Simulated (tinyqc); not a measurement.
Self-heating of a transistor with one or more fingers, with temperature-dependent conductivity. From one set of inputs to another, one input at a time. Computed by tinyqc, a small Python program. Command: `OMP_NUM_THREADS=1 python tinyqc.py 3031393 3031394 out.jsonl selfheat ladder`. One thread of a shared host (Intel(R) Xeon(R) Processor @ 2.30GHz), about 0.1 s of CPU time with the checks.

N long parallel fingers lie on the top face of a slab whose bottom is held at T_0; the top is otherwise insulated, and heat flows in two dimensions. P in W/mm is 1000 P in W/m.

The inputs printed are set A. Set A is modelled on diamond; the values taken over come from a set modelled on gallium nitride. Inputs not listed in the table keep their values of set A, so the rows need not describe a real material.

Inputs (values chosen for the exercise, modelled on diamond): conductivity at the base temperature kappa_0 = 1970 W/(m K); exponent m in kappa ~ T^-m = 1.24; base temperature T_0 = 298 K; power per gate width P = 6.3 W/mm; fingers N = 1; finger pitch s = 29 micrometre; width of the heat source w = 0.79 micrometre; substrate thickness t = 300 micrometre; phonon free path Lambda = 310 nm.

Power: fixed power.

Method:
- A line source of power P on the top face raises the top at distance x by (P/(pi kappa_0)) g(x), g(x) = -ln tanh(pi x/(4 t)) (the image sum for the slab). On a strip of width w the centre sees the mean of g over the strip, g_0 = 1 + ln(8 t/(pi w)) for w much below t.
- theta_i = (P/(pi kappa_0)) [g_0 + sum over j != i of g(|i - j| s)], with equal powers and constant conductivity; thermal resistance = largest theta/P.
- Kirchhoff transformation for kappa = kappa_0 (T/T_0)^-m: T = T_0 [1 - (m - 1) theta/T_0]^(-1/(m - 1)), where theta is the linear rise.
- The bracket vanishes at the power P T_0/((m - 1) theta).
- Near a source smaller than the free path, Fourier's law overstates the flow. Rough estimate: a strip that emits phonons into a half space adds a resistance times area of 4 Lambda/(3 kappa_0), from the ballistic flux C v Delta T/4 with kappa_0 = C v Lambda/3, so Delta T_b = 4 Lambda P/(3 kappa_0 w); Knudsen number Lambda/w.

Each row keeps all changes above it:
```
input moved                                             from    to  true rise (K)  ballistic rise Delta T_b (K)  true rise / linear rise
set A                                                      -     -           8.15                         1.673                   1.0169
width of the heat source w (micrometre)                 0.79  0.25           9.37                         5.287                   1.0194
finger pitch s (micrometre)                               29    24           9.37                         5.287                   1.0194
conductivity at the base temperature kappa_0 (W/(m K))  1970   181         124.80                        57.547                   1.2482
substrate thickness t (micrometre)                       300   120         109.49                        57.547                   1.2188
power per gate width P (W/mm)                            6.3  0.99          14.54                         9.043                   1.0301
exponent m in kappa ~ T^-m                              1.24  1.34          14.58                         9.043                   1.0326
phonon free path Lambda (nm)                             310   110          14.58                         3.209                   1.0326
```

Where does the difference come from?

True rise goes from 8.15 to 14.6, a factor 1.79 in all. The largest single move comes from conductivity at the base temperature kappa_0 (a factor 13.3), and power per gate width P works against it (a factor 0.133). Ballistic rise Delta T_b goes from 1.67 to 3.21, a factor 1.92 in all. The largest single move comes from conductivity at the base temperature kappa_0 (a factor 10.9), and power per gate width P works against it (a factor 0.157). True rise / linear rise goes from 1.02 to 1.03, a factor 1.015 in all. The largest single move comes from conductivity at the base temperature kappa_0 (a factor 1.22), and power per gate width P works against it (a factor 0.845). The single moves hold for this order of the switches; the total does not depend on the order.

Caution (rows width of the heat source w, finger pitch s, conductivity at the base temperature kappa_0, substrate thickness t, power per gate width P, exponent m in kappa ~ T^-m): the source is narrower than two phonon free paths, so the Fourier result understates the rise at the source.

Extremes, crossings and ranges named in words are read from the listed rows.
